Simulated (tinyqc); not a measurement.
Comparisons within one model: carbon nanotube by zone folding. A value that a table varies takes the place of the one given here.

Circumference C = n a1 + m a2, a = sqrt3 acc; d = a sqrt(n^2 + nm + m^2)/pi; tan(theta) = sqrt3 m/(2n + m); dR = gcd(2n + m, 2m + n); T = t1 a1 + t2 a2 with t1 = (2m + n)/dR, t2 = -(2n + m)/dR, |T| = sqrt3 pi d/dR; N = 2 (n^2 + nm + m^2)/dR hexagons a cell. On cutting line mu = 0 to N - 1 at x = k|T|/(2 pi) the phases are p1 = 2 pi (-t2 mu + m x)/N, p2 = 2 pi (t1 mu - n x)/N, and E = -/+ t |1 + exp(i p1) + exp(i p2)|.

Inputs chosen for the exercise (near those used for carbon; the results hold for these values, not for the real material):

| symbol | value | unit | meaning |
|---|---|---|---|
| t | 2.99 | eV | hopping |
| acc | 1.44 | angstrom | bond length |
| tubes | ((10, 9), (16, 12), (14, 13), (12, 2), (12, 8), (9, 2), (13, 11)) |  | pairs (n, m) |
| n | 10 |  | chiral index |
| m | 2 |  | chiral index |

## Semiconducting tubes compared

E11 and E22 are twice the two lowest band edges; the cone gives E11 d = 2 t acc and E22/E11 = 2.

Tubes:

| (n,m) | d (angstrom) | theta (deg) | (n - m) mod 3 | E11 (eV) | E22 (eV) | E11 d/(2 t acc) | E22/E11 |
|---|---|---|---|---|---|---|---|
| (10,9) | 13.07 | 28.3 | 1 | 0.6565 | 1.3114 | 0.996 | 1.998 |
| (16,12) | 19.32 | 25.3 | 1 | 0.4440 | 0.8937 | 0.996 | 2.013 |
| (14,13) | 18.57 | 28.8 | 1 | 0.4629 | 0.9253 | 0.998 | 1.999 |
| (12,2) | 10.41 | 7.6 | 1 | 0.8084 | 1.7144 | 0.977 | 2.121 |
| (12,8) | 13.84 | 23.4 | 1 | 0.6174 | 1.2501 | 0.993 | 2.025 |
| (9,2) | 8.06 | 9.8 | 1 | 1.0384 | 2.2222 | 0.972 | 2.140 |
| (13,11) | 16.52 | 27.2 | 2 | 0.5217 | 1.0330 | 1.001 | 1.980 |

What can be read from the table?

E11 follows 1/d first. For mod 1 the scaled E11 lies below one (0.972 to 0.998) and E22/E11 on both sides of two (1.998 to 2.140). For mod 2 the scaled E11 lies above one (1.001) and E22/E11 below two (1.980). The largest departure of the scaled E11 is that of (9,2); warping acts as cos(3 theta)/d, most for thin tubes near zigzag. Below about 8 angstrom curvature, left out of zone folding, changes the gaps further.

## Neighbouring tubes

Diameter, chiral angle and twice the lowest band edge. Each row changes one parameter from the base and keeps the others.

Results:

| case | d (angstrom) | theta (deg) | gap (eV) |
|---|---|---|---|
| base | 8.841 | 8.95 | 0.9955 |
| n = 11 | 9.626 | 8.21 | 0.0000 |
| m = 3 | 9.360 | 12.73 | 0.8994 |
| t = 3.14 eV | 8.841 | 8.95 | 1.0454 |
| acc = 1.46 angstrom | 8.963 | 8.95 | 0.9955 |

What can be read from the table?

The largest shifts from the base row, up to three for each result and ties (the steps differ in size, so this ranks the rows, not the parameters). d (angstrom): n +0.785, m +0.519, acc +0.123; unchanged at the printed digits by t. theta (deg): m +3.78, n -0.74; unchanged at the printed digits by t and acc. gap (eV): n -0.9955, m -0.0961, t +0.0499; unchanged at the printed digits by acc. In zone folding the gap does not depend on acc at fixed (n, m); a step in n or m changes (n - m) mod 3 and closes the gap where that becomes zero.

(tinyqc, `OMP_NUM_THREADS=1 python tinyqc.py 1452315 1452316 out.jsonl`, Intel(R) Xeon(R) Processor @ 2.30GHz, 1 thread, shared host, about 0.06 s.)
